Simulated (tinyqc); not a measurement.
Chemical shift by three methods: effective-mass impurity with a central-cell term, in a basis of Slater functions. Computed by tinyqc, a small Python program. Command: `OMP_NUM_THREADS=1 python tinyqc.py 3028330 3028331 out.jsonl centralcell walk`. One thread of a shared host (Intel(R) Xeon(R) Processor @ 2.30GHz), about 0.01 s of CPU time with the checks.

The envelope obeys H = -nabla^2 - (2/r) [Z + A exp(-kappa r)] in effective units, with kappa = a*/lambda; positive A deepens the well near the core.

Inputs (values chosen for the exercise, with mass and screening modelled on InP):
```
quantity                    value      unit
effective mass m           0.0782       m_0
dielectric constant eps      12.9         -
charge Z of the core            1         -
central-cell strength A       8.8         -
central-cell range lambda     2.2  angstrom
```

Impurity: donor, one isotropic band.

Constants: Ry = 13.605693123 eV; a_0 = 0.529177210903 angstrom.

Method:
- Units: Ry* = Ry m/eps^2 and a* = a_0 eps/m, with m in m_0.
- kappa = a*/lambda; the hydrogenic ground state is bound by Z^2 Ry*.
- For s functions exp(-zeta r), with s = zeta_i + zeta_j: S = 2/s^3, T = zeta_i zeta_j S, V = -2 Z/s^2, W = -2 A/(s + kappa)^2; each function is normalised by dividing by sqrt(S_ii S_jj).
- Large basis: zeta_i = 0.06 x 1.6^(i-1), i = 1..22, same formulas; for p functions r exp(-zeta r): S = 24/s^5, T = zeta_i zeta_j S (centrifugal term included), V = -12 Z/s^4, W = -12 A/(s + kappa)^4; overlap eigenvalues below 1e-11 are dropped.
- First order: shift = 8 A Z^3/(2 Z + kappa)^2 Ry*. One exponent: minimise zeta^2 - 2 Z zeta - 8 A zeta^3/(2 zeta + kappa)^2 by golden section on 0.2 to 6 Z. All shifts are the binding beyond Z^2 Ry*.

kappa = 39.6791 1/a*

Ry* = 6.39364 meV

hydrogenic binding energy = 6.39364 meV

Shift of the 1s binding energy (meV):
```
A      first order  one exponent  large basis
-8.80     -0.25911      -0.23914     -0.20140
-4.40     -0.12956      -0.12431     -0.11317
0.88       0.02591       0.02613      0.02669
2.20       0.06478       0.06620      0.06992
4.40       0.12956       0.13542      0.15207
8.80       0.25911       0.28405      0.36992
11.00      0.32389       0.36415      0.51954
```

What follows from these numbers?

The three columns are ordered, first order <= one exponent <= large basis, since each is a variational bound with more freedom. At the largest attractive A first order gives 62 % and one exponent 70 % of the shift; at the most repulsive A the true shift is -0.201 meV against -0.259. Attraction pulls the envelope in and feeds itself, repulsion pushes it out and saturates.

Extremes, crossings and ranges named in words are read from the listed rows.
